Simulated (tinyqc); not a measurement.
Inside a calculation. Method: one-electron ion in a basis of Gaussians. One step of it, computed by the program tinyqc.

Problem. Generalised eigenproblem. Solve H C = S C e through S^(-1/2); each column has its largest component positive (the first on a tie).

H = T + V (hartree):
$$\begin{pmatrix}
-2.130905 & -2.403223 & -2.111560 & -1.617648 \\
-2.403223 & -3.453735 & -3.895798 & -3.821820 \\
-2.111560 & -3.895798 & -3.136456 & -3.541111 \\
-1.617648 & -3.821820 & -3.541111 & 10.436745
\end{pmatrix}$$

S:
$$\begin{pmatrix}
1.000000 & 0.696268 & 0.298067 & 0.107169 \\
0.696268 & 1.000000 & 0.696201 & 0.298100 \\
0.298067 & 0.696201 & 1.000000 & 0.696321 \\
0.107169 & 0.298100 & 0.696321 & 1.000000
\end{pmatrix}$$

Give: eigenvalues of S; eigenvalues; coefficients.

Solution.

eigenvalues of S: [0.1030, 0.3646, 1.0936, 2.4388]

eigenvalues (hartree): [-4.4528, -1.0798, 3.1108, 31.9484]

coefficients:
$$\begin{pmatrix}
0.0139 & 1.2691 & -0.7918 & 0.2529 \\
0.5991 & -0.5504 & 1.8073 & -0.8102 \\
0.4085 & -0.1962 & -1.3122 & 1.6303 \\
0.1135 & -0.0493 & -0.0615 & -1.5110
\end{pmatrix}$$

For Z = 3 and l = 0 the exact lowest level is -Z^2/(2 n^2) with n = l + 1: -4.500000 hartree.
